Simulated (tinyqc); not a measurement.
Gated graphene, quantum capacitance: one step of the calculation.

phi is the Fermi level above the Dirac point, in volts; Vg is counted from the gate voltage of charge neutrality. Ideal linear bands, no charge puddles.

Question. New phi. N0 = (2/pi)(kB T/(hbar vF))^2; n = N0 F1(phi/Vt), p = N0 F1(-phi/Vt), F1(e) = int_0^infinity u du/(1 + exp(u - e)) = -Li2(-exp(e)); Cq = q d(n - p)/dphi = (q N0/Vt) ln[2 (1 + cosh(phi/Vt))]. Newton: f = phi + q (n - p + Dit phi)/Cox - Vg, phi(new) = phi - f/(1 + (Cq + q Dit)/Cox).

Parameters, values chosen for the exercise; values close to those of graphene: temperature T = 77 K; Fermi velocity vF = 1.01e6 m/s; density of traps Dit = 0 cm^-2 eV^-1; gate voltage Vg = 1.02 V.

Constants: q = 1.602176634e-19 C, kB = 1.380649e-23 J/K, hbar = 1.054571817e-34 J s, Vt = kB T/q. Results are converted to the units shown.

phi after iteration 1 = 0.53376809 V
Cox = 1.1541511 uF/cm^2

Give: n; p; Cq; f; phi after iteration 2.

Answer.

n = 2.053e13 cm^-2
p = 7.349e-26 cm^-2
Cq = 12.32 uF/cm^2
f = 2.364 V
phi after iteration 2 = 0.3313 V

tinyqc, about 0.01 s, one thread, Intel Xeon 2.30GHz (shared host): `OMP_NUM_THREADS=1 python tinyqc.py 2200117 2200118 out.jsonl`
